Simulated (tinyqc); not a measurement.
# Elastic trap-assisted tunnelling through a dielectric: what changes with what

Emitter at x = 0 (Fermi level 0), collector at x = t (Fermi level -V), band edge U(x) = phi - F x, F = V/t. A trap at x has the energy E = U(x) - Et. With G(u) = (4/(3 F)) sqrt(mo/C) max(u, 0)^1.5, C = hbar^2/(2 m0): S1 = G(phi - E) - G(Et), S2 = G(Et) - G(phi - V - E), T1,2 = exp(-S1,2). The steady rate through one trap is nu T1 T2 (f1 - f2)/(T1 + T2), f1 = f(E), f2 = f(E + V), f(y) = 1/(1 + exp(y/Vt)); both contacts offer states at E.

Parameters, values chosen for the exercise; dielectric values close to those of silicon dioxide:
- T = 350 K (temperature)
- phi = 3.11 eV (barrier above the emitter Fermi level)
- mo = 0.49 m0 (tunnelling mass)
- t = 4.6 nm (thickness)
- Et = 2.66 eV (trap depth below the band edge of the dielectric)
- Nt = 7.4e17 cm^-3 (trap density)
- nu = 1e13 1/s (attempt frequency)
- V = 1.71 V (voltage)

Constants: q = 1.602176634e-19 C, kB = 1.380649e-23 J/K, hbar = 1.054571817e-34 J s, m0 = 9.1093837015e-31 kg, Vt = kB T/q, hbar^2/(2 m0) = 0.0380998212 eV nm^2. Results are converted to the units shown.

Each table varies one quantity; the others keep the values above.

## Current against voltage

J = q Nt times the integral of the rate over x. Direct S = (4/(3 F)) sqrt(mo/C) [phi^1.5 - max(phi - V, 0)^1.5].

Current against voltage:

| V (V) | J (A/cm^2) | x of the peak over t | larger S there | direct S |
|---|---|---|---|---|
| 0.3 | 1.54e-12 | 0.496 | 27.1 | 56.8 |
| 0.83 | 6.19e-9 | 0.487 | 27.2 | 54.1 |
| 1.36 | 4.59e-8 | 0.465 | 26.7 | 51.3 |
| 1.89 | 6.51e-8 | 0.450 | 26.5 | 48.1 |
| 2.42 | 1.06e-7 | 0.435 | 26.1 | 44.6 |
| 2.94 | 2.11e-7 | 0.417 | 25.6 | 40.5 |
| 3.47 | 6.49e-7 | 0.396 | 24.8 | 34.8 |
| 4 | 6.82e-6 | 0.361 | 23.7 | 30.2 |
| 4.53 | 9.51e-5 | 0.177 | 21.1 | 26.6 |
| 5.06 | 7.73e-4 | 0.154 | 18.9 | 23.8 |

What does the table show?

J rises from 1.54e-12 to 7.73e-4 A/cm^2, by 6.80 decades a volt between the first two rows and 1.72 between the last two. The position of the peak falls from 0.496 to 0.154 of t; only traps beyond x/t = (phi - Et)/V lie below the emitter Fermi level, with phi - Et = 0.450 eV. It jumps from 0.361 to 0.177 between V = 4 and 4.53 V. For V = 5.06 the field exceeds 10 MV/cm.

## Effect of the thickness at fixed voltage

Same model as above.

Effect of the thickness at fixed voltage:

| t (nm) | J (A/cm^2) | x of the peak over t | larger S there | direct S |
|---|---|---|---|---|
| 2.5 | 0.00984 | 0.453 | 14.5 | 26.8 |
| 3.4 | 5.63e-5 | 0.454 | 19.7 | 36.4 |
| 4.4 | 1.80e-7 | 0.455 | 25.4 | 47.1 |
| 5.3 | 1.02e-9 | 0.456 | 30.6 | 56.7 |
| 6.2 | 5.82e-12 | 0.456 | 35.8 | 66.4 |
| 7.1 | 3.31e-14 | 0.457 | 40.9 | 76.0 |
| 8.1 | 1.06e-16 | 0.457 | 46.7 | 86.7 |
| 9 | 6.02e-19 | 0.457 | 51.8 | 96.3 |

J falls from 0.00984 to 6.02e-19 A/cm^2, on average 2.49 decades a nanometre, against 4.65 for the direct exponent: trap-assisted leakage falls more slowly, so it gains on direct tunnelling as the layer thickens.

Range of the model: Phonon-assisted (inelastic) capture, chains of traps and a spread of trap depths are left out.

tinyqc, about 0.03 s, one thread, Intel Xeon 2.30GHz (shared host): `OMP_NUM_THREADS=1 python tinyqc.py 2370095 2370096 out.jsonl`
